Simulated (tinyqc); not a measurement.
Composition of the buffer: band edges of strained Si(1-x)Ge(x) on relaxed Si(1-y)Ge(y).

Values are linear in the Ge fraction but for ED(x) = linear - CD x (1 - x) and a(x) = linear - Ca x (1 - x). Energies are on the common scale of Ev.

Coherent growth on a (110) face: e_par = (a(y) - a(x))/a(x), e_perp = -(C11 + 3 C12 - 2 C44)/(C11 + C12 + 2 C44) e_par; exx = eyy = (e_par + e_perp)/2, ezz = e_par, exy = (e_perp - e_par)/2, eyz = ezx = 0.

A valley with unit axis u lies at Ev + gap + (av + a_valley) tr(e) + Xu (u.e.u - tr(e)/3); the Delta axes are x, y, z and the L axes [111], [1-1-1], [-11-1], [-1-11]. The second-order shift of the Delta valleys under shear is left out; it lowers the pair normal to the sheared plane by tens of meV at a shear of 1 %.

Valence edges: Ev plus the levels of the 6 x 6 matrix of X, Y, Z times spin with -Dso/3 + l exx + m (eyy + ezz) on the diagonal (cyclic), n exy off it, l = av + 2 b, m = av - b, n = sqrt(3) d. Spin-orbit term (Dso/3) L.sigma on X, Y, Z with (L_k)_ij = -i epsilon_kij: <X+|H|Y+> = -i Dso/3, <X+|H|Z-> = Dso/3, <Y+|H|Z-> = -i Dso/3, <Z+|H|X-> = -Dso/3, <Z+|H|Y-> = i Dso/3, <X-|H|Y-> = i Dso/3, and their conjugates; + and - are the spin along z.

Inputs chosen for the exercise (end members near Si and Ge, in this order; the results hold for these values, not for the real material): a = (5.429, 5.663) angstrom (lattice constant); Dso = (0.044, 0.292) eV (spin-orbit splitting); av = (2.49, 1.24) eV (valence hydrostatic potential); b = (-2.07, -2.57) eV (tetragonal shear potential); d = (-4.86, -5.35) eV (trigonal shear potential); C11 = (164.9, 128.1) GPa; C12 = (63.2, 48.9) GPa; C44 = (80, 66.1) GPa; Ev = (0, 0.63) eV (top of the unstrained valence band); ED = (1.173, 0.935) eV (gap to the Delta valleys); EL = (2.001, 0.737) eV (gap to the L valleys); aD = (1.74, 1.23) eV (hydrostatic potential of the Delta gap); aL = (-3.4, -2.61) eV (hydrostatic potential of the L gap); XuD = (9.15, 9.56) eV (uniaxial potential, Delta); XuL = (16.02, 14.72) eV (uniaxial potential, L); CD = 0.178 eV (bowing of the Delta gap); Ca = 0.026 angstrom (bowing of the lattice constant); face = 110 (growth face); x = 1 (Ge fraction of the layer).

The layer is kept. dEc = Ec(buffer) - Ec(layer), dEv = Ev(layer) - Ev(buffer); buffer edges Ev(y) and Ev(y) + min(ED, EL). The digit behind Delta or L counts whole valleys.

Results:

| y | e_par (%) | lowest valleys | gap (eV) | next valleys above (meV) | valence splitting (meV) | dEc (eV) | dEv (eV) |
|---|---|---|---|---|---|---|---|
| 0.45 | -2.39 | L2 | 0.557 | 117 | 129 | 0.059 | 0.405 |
| 0.53 | -2.06 | L2 | 0.582 | 128 | 120 | 0.074 | 0.347 |
| 0.61 | -1.72 | L2 | 0.608 | 140 | 108 | 0.090 | 0.288 |
| 0.76 | -1.08 | L2 | 0.656 | 154 | 77 | 0.126 | 0.178 |
| 0.84 | -0.72 | L2 | 0.683 | 104 | 56 | 0.138 | 0.118 |
| 0.92 | -0.36 | L2 | 0.710 | 52 | 30 | 0.069 | 0.059 |

Give the missing row, y = 0.69.

Computed row:
```
y     e_par (%)  lowest valleys  gap (eV)  next valleys above (meV)  valence splitting (meV)  dEc (eV)  dEv (eV)
0.69      -1.38              L2     0.633                       151                       93     0.108     0.229
```

The gap is 0.557 eV in the first row and 0.710 eV in the last. The lowest valleys are L2 throughout. Per 0.1 of y the valence offset moves by -74 meV on average; the conduction offset lies between +59 and +138 meV, not monotonically. Both carriers sit on one side in every row. Strains above 2 % can be kept only in layers of a few nanometres.

(tinyqc, `OMP_NUM_THREADS=1 python tinyqc.py 1080922 1080923 out.jsonl`, Intel(R) Xeon(R) Processor @ 2.30GHz, 1 thread, shared host, about 0.02 s.)
